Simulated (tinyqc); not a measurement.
Wafer bonding and layer transfer: bond energy, gap closing, particles, bonding of dissimilar wafers and hydrogen blisters: one step, computed by the program tinyqc.

gamma is the energy per area of each of the two surfaces; plates are isotropic.

Problem. Heating a pair with different expansion. M = E/(1 - nu), misfit e = (alpha_2 - alpha_1) dT. Curvature k = 6 M1 M2 t1 t2 (t1 + t2) e/[M1^2 t1^4 + M2^2 t2^4 + 2 M1 M2 t1 t2 (2 t1^2 + 3 t1 t2 + 2 t2^2)]; force per width F = k (M1 t1^3 + M2 t2^3)/(6 (t1 + t2)); at the interface s1 = F/t1 + M1 k t1/2, s2 = -F/t2 - M2 k t2/2; stored biaxial energy U = F^2 [1/(M1 t1) + 1/(M2 t2)] + k^2 (M1 t1^3 + M2 t2^3)/12; the pair can part when U > 2 gamma.

Inputs (values chosen for the exercise, with wafer 1 close to silicon):
```
quantity,value,unit
Young's modulus E1,147,GPa
Young's modulus E2,101,GPa
Poisson ratio nu,0.28,-
thickness t1,525,micrometre
thickness t2,500,micrometre
expansion mismatch alpha_2 - alpha_1,-1.4,1e-6/K
heating dT,300,K
```

Pair: two different wafers.

bond energy gamma = 0.9440669 J/m^2

Give: curvature; force per width; stress in wafer 1 at the interface; stress in wafer 2 at the interface; stored energy U; largest dT for this gamma.

Solution.

curvature = -0.6060 1/m

force per width = -4.639 kN/m

stress in wafer 1 at the interface = -41.31 MPa

stress in wafer 2 at the interface = 30.53 MPa

stored energy U = 1.948 J/m^2

largest dT for this gamma = 295.3 K

U exceeds 2 gamma: the pair can debond; the bond strengthens on heating, so slow ramps or thinning one wafer first help. Caution: on a wafer of 100 mm the sag k R^2/2 would exceed half the thickness of the pair, beyond the small-deflection theory: the plate stiffens.
